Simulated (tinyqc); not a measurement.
# From stability factor Delta back to diameter d

Model: single-domain magnet: Stoner-Wohlfarth switching, Neel-Arrhenius retention, LLG dynamics and spin torque. Computed by tinyqc, a small Python program. Command: `OMP_NUM_THREADS=1 python tinyqc.py 3011872 3011873 out.jsonl macro inv`. One thread of a shared host (Intel(R) Xeon(R) Processor @ 2.30GHz), about 0.02 s of CPU time with the checks.

The moment is uniform, with unit vector m; z is the easy axis. mu_0 = 1.25663706212e-6 T m/A, gamma = 1.76085963023e11 rad/(s T).

Inputs (values chosen for the exercise, for a model magnet):
```
quantity                      value    unit
saturation magnetisation M_s    516    kA/m
thickness t                     1.4      nm
interface anisotropy K_i      0.257  mJ/m^2
bulk anisotropy K_u               0  kJ/m^3
exchange stiffness A             14    pJ/m
temperature T                   398       K
attempt frequency f0              1     GHz
waiting time t_w                100       s
```

Shape: thin disc, easy axis normal to it.

Constants: k_B = 1.380649e-23 J/K.

Method. The disc is treated as an oblate spheroid with p = t/d: N_z = [1 - p arccos(p)/sqrt(1 - p^2)]/(1 - p^2); V = pi d^2 t/4; K_eff = K_u + K_i/t + K_shape, K_shape = -(mu_0 M_s^2/4)(3 N_z - 1); mu_0 H_K = 2 K_eff/M_s. Delta = K_eff V/(k_B T); tau = exp(Delta)/f0; probability of a flip within t_w: P = 1 - exp(-t_w/tau). Wall width parameter sqrt(A/K_eff); a two-domain state costs 4 sqrt(A K_eff) times the cross-section that the wall cuts (d t).

Question. A run gave the result below. Find the diameter d, known to lie between 17 and 59 nm.

stability factor Delta = 6.125094

Answer.

Each step takes the trial c = (a f_b - b f_a)/(f_b - f_a), f being the result less the target and a, b, c the logarithms of the listed values; c replaces end b, the old b replaces a if the sign of f changed, and otherwise f_a is halved.

Scan of the range:
```
diameter d (nm)  stability factor Delta
17.0                             2.6392
20.9                             3.5483
25.7                             4.8044
31.7                             6.5866
39.0                             9.0720
47.9                            12.5725
59.0                            17.6621
```

False position (Illinois rule, in the logarithm of the input) inside the bracket:
```
step    end a    end b    trial  stability factor Delta
1     25.7000  31.7000  30.0237                 6.06495
2     31.7000  30.0237  30.2123                 6.12274
3     31.7000  30.2123  30.2270                 6.12724
4     30.2123  30.2270  30.2200                 6.12509
5     30.2270  30.2200  30.2200                 6.12509
```

Stability factor Delta rises at every point of a 13-point scan of the range (every second point is shown), so one value fits; it is bracketed by 25.7 and 31.7. Answer: diameter d = 30.22 nm.

Caution: a flat cylinder has a smaller N_z than the spheroid of the same t/d, so K_eff of a real disc is larger.
